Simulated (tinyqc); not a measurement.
Microkinetic model of low-temperature epitaxy from hydride gases: adsorption, hydrogen desorption and rate control: one step, computed by the program tinyqc.

Each hydride molecule needs two free sites and leaves four hydrogen atoms, of which two leave at once as H2; theta is the hydrogen coverage, the site density is 6.78 per nm^2 and one layer is 1.358 angstrom thick.

Task: Degrees of rate control. With k the hydride and k_H the hydrogen adsorption rate on free pairs and k_d the desorption rate, steady state: 2 (k + k_H)(1 - theta)^2 = k_d theta^2; growth rate R = k (1 - theta)^2 layers/s; 1 layer/s = 8.148 nm/min. X_i = d ln R/d ln k_i at fixed other constants. With f = 1 - theta and a = 2/f + 2/theta: d ln f/d ln k_d = 1/(a f), so X_d = 2/(a f), X_k = 1 - X_d k/(k + k_H), X_H = -X_d k_H/(k + k_H); they sum to 1.

Inputs (values chosen for the exercise, close to those used for silane and germane, with second-order desorption as on Si(111) but the site density of Si(001)): temperature T = 750 C.

Film: silicon-germanium. Order of hydrogen desorption: second.

hydrogen coverage theta = 0.2590869

k = 92.41941 1/s

k_H = 0 1/s

Give: X_d (desorption); X_k (hydride adsorption); X_H (hydrogen adsorption).

Result:

X_d (desorption) = 0.25909

X_k (hydride adsorption) = 0.74091

X_H (hydrogen adsorption) = 0

Caution: layer thickness and site density of silicon are kept, and strain and surface segregation of germanium are ignored, which matters at this fraction. Caution: at such rates gas-phase transport and depletion, left out here, would limit growth.
